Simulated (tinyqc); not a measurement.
Electron mobility in a silicon inversion layer, empirical terms and Matthiessen rule: two steps of the calculation.

Inversion layer of sheet density Ns on a uniformly doped body. The mobility terms are empirical power laws with prefactors chosen for the exercise; adding their inverses (Matthiessen) is itself an approximation.

Inputs (values chosen for the exercise); material values close to those of silicon: temperature T = 300 K; band gap Eg = 1.13 eV; relative permittivity of the semiconductor eps_r = 11.9; conduction-band density of states at T Nc = 2.84e19 cm^-3; valence-band density of states at T Nv = 2.68e19 cm^-3; body doping Nb = 1.4e17 cm^-3; reverse body bias Vsb = 0.6 V; weight of the inversion charge in the effective field eta = 0.5; phonon-limited mobility at 1 MV/cm and 300 K Ap = 470 cm^2/(V s); roughness-limited mobility at 1 MV/cm As = 684 cm^2/(V s); exponent of the roughness term gs = 2; Coulomb prefactor Ac = 2500 cm^2/(V s); charge at the interface Nit = 2.5e11 cm^-2; inversion density Ns = 1.7e12 cm^-2; ratio W/L WL = 5; drain voltage Vd = 0.05 V; measured linear current I = 25.5 uA.

Constants: q = 1.602176634e-19 C, kB = 1.380649e-23 J/K, Vt = kB T/q, eps0 = 8.8541878128e-14 F/cm where lengths are in cm. Results are converted to the units shown.

Question 1. Depletion charge and effective field. ni = sqrt(Nc Nv) exp(-Eg/(2 Vt)), Eg in volts; Ndep = sqrt(2 eps0 eps_r Nb (2 Vt ln(Nb/ni) + Vsb)/q); E = q (Ndep + eta Ns)/(eps0 eps_r), in MV/cm.

Wanted: ni; Ndep; E.

Answer 1.

ni = 8.8950e9 cm^-3
Ndep = 1.6379e12 cm^-2
E = 0.37830 MV/cm

The depletion charge gives 65.8 % of the field.

Question 2. Inversion density for the measured current. I = (W/L) q Ns mu Vd. E = q (Ndep + eta Ns)/(eps0 eps_r) in MV/cm. With t = T/(300 K): muC = Ac (Ns/1e12 cm^-2) t/(Nb/1e17 cm^-3 + Nit/1e11 cm^-2), muP = Ap E^(-1/3) t^(-1.75), muS = As E^(-gs); 1/mu is the sum of the inverses. Ns(new) = I/((W/L) q mu Vd).

Ns after iteration 1 = 1.6063067e12 cm^-2
Ndep = 1.6378527e12 cm^-2

Wanted: E; mu; Ns after iteration 2.

Answer 2.

E = 0.37118 MV/cm
mu = 370.14 cm^2/(V s)
Ns after iteration 2 = 1.7200e12 cm^-2

tinyqc, about 0.01 s, one thread, Intel Xeon 2.30GHz (shared host): `OMP_NUM_THREADS=1 python tinyqc.py 2510005 2510006 out.jsonl`
